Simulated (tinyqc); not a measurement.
From results back to parameters: image-charge renormalisation of a gap near a dielectric or metal. Five cases, with inputs chosen for the exercise.

Problem. A small molecule or defect in vacuum at height z above the image plane of a substrate has both its electron and hole levels stabilised by (e^2/4 pi eps0)(es - 1)/((es + 1) 4 z), so its gap shrinks by twice that. The reduced gap is given.

Constants: e^2/(4 pi eps0) = 14.39964547 eV angstrom.

Case 1.

Values chosen: E0 = 2.07 eV (quasiparticle gap far from the surface); es = 4.5 (dielectric constant of the substrate (1e4: a metal)).

gap near the surface = 0.37307 eV

Case 2.

Values chosen: E0 = 4.81 eV (quasiparticle gap far from the surface); es = 4.5 (dielectric constant of the substrate (1e4: a metal)).

gap near the surface = 3.83517 eV

Case 3.

Values chosen: E0 = 6.35 eV (quasiparticle gap far from the surface); es = 10000 (dielectric constant of the substrate (1e4: a metal)).

gap near the surface = 5.24256 eV

Case 4.

Values chosen: E0 = 4.82 eV (quasiparticle gap far from the surface); es = 11.7 (dielectric constant of the substrate (1e4: a metal)).

gap near the surface = 3.47200 eV

Case 5.

Values chosen: E0 = 3.47 eV (quasiparticle gap far from the surface); es = 3.9 (dielectric constant of the substrate (1e4: a metal)).

gap near the surface = 2.63449 eV

Find: reduction; (es - 1)/(es + 1); z.

Solution. z = (e^2/4 pi eps0)(es - 1)/((es + 1) 2 x reduction). Local and hybrid functionals miss this shift, since it is a non-local correlation effect.

Case 1.

reduction = 1.6969 eV
(es - 1)/(es + 1) = 0.6364
z = 2.70 angstrom

Case 2.

reduction = 0.9748 eV
(es - 1)/(es + 1) = 0.6364
z = 4.70 angstrom

Case 3.

reduction = 1.1074 eV
(es - 1)/(es + 1) = 0.9998
z = 6.50 angstrom

Case 4.

reduction = 1.3480 eV
(es - 1)/(es + 1) = 0.8425
z = 4.50 angstrom

Case 5.

reduction = 0.8355 eV
(es - 1)/(es + 1) = 0.5918
z = 5.10 angstrom

Computed by tinyqc, one run a case: `OMP_NUM_THREADS=1 python tinyqc.py N N+1 out.jsonl` with N = 1850016, 1850059, 1850072, 1850079, 1850082; one thread of a shared Intel(R) Xeon(R) Processor @ 2.30GHz, about 0.02 s a run at most.
